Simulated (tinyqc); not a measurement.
From allowed ramp rate back to temperature T: thermal and gravitational stress in a wafer during furnace and rapid thermal processing, and the onset of slip. Computed by tinyqc, a small Python program. Command: `OMP_NUM_THREADS=1 python tinyqc.py 3027008 3027009 out.jsonl slip inv`. One thread of a shared host (Intel(R) Xeon(R) Processor @ 2.30GHz), about 0.01 s of CPU time with the checks.

A thin free disc in plane stress, isotropic; T(r) = T_centre + dT (r/R)^n. Stress is positive in tension; sigma_SB = 5.670374419e-8 W/(m^2 K^4), g = 9.80665 m/s^2.

Inputs (values chosen for the exercise, modelled on silicon):
```
quantity                              value        unit
wafer radius R                          225          mm
thickness t                             925  micrometre
Young's modulus E                       154         GPa
expansion alpha                        4.45      1e-6/K
prefactor A of the critical stress  0.00035         MPa
energy U of the critical stress        1.01          eV
density rho                            2330      kg/m^3
heat capacity c                         972    J/(kg K)
conductivity k                         26.8     W/(m K)
wafer spacing s                          11          mm
ramp rate                                31       K/min
```

Constants: k_B = 8.617333262e-05 eV/K.

Method. Critical resolved stress tau_c = A exp(U/(k_B T)), a form chosen for the exercise; slip when 0.492799 |s_tt(R)| > tau_c; allowed |dT| = tau_c (n + 2)/(0.492799 n alpha E). In a stack heated from the rim, heat flows inward by conduction and by radiation between wafers: k_eff = k + (16/3) sigma_SB T^3 s^2/t (a diffusion estimate with the spacing as path length). A steady ramp gives the parabolic lag dT = rho c (ramp) R^2/(4 k_eff); the allowed ramp uses n = 2.

Task: A run gave the result below. Find the temperature T, known to lie between 1000 and 1400 K.

allowed ramp rate = 4.061635 K/min

Result:

Each step takes the trial c = (a f_b - b f_a)/(f_b - f_a), f being the result less the target and a, b, c the logarithms of the listed values; c replaces end b, the old b replaces a if the sign of f changed, and otherwise f_a is halved.

Scan of the range:
```
temperature T (K)  allowed ramp rate (K/min)
1000                                 35.4366
1060                                 20.3313
1120                                 12.5310
1180                                  8.2019
1250                                  5.3311
1320                                  3.6699
1400                                  2.5391
```

False position (Illinois rule, in the logarithm of the input) inside the bracket:
```
step    end a    end b    trial  allowed ramp rate (K/min)
1     1250.00  1320.00  1303.15                    3.99622
2     1250.00  1303.15  1298.09                    4.10204
3     1303.15  1298.09  1300.02                    4.06123
4     1298.09  1300.02  1300.00                    4.06163
5     1298.09  1300.00  1300.00                    4.06164
6     1300.00  1300.00  1300.00                    4.06164
```

Allowed ramp rate falls at every point of a 13-point scan of the range (every second point is shown), so one value fits; it is bracketed by 1250 and 1320. Answer: temperature T = 1300 K.
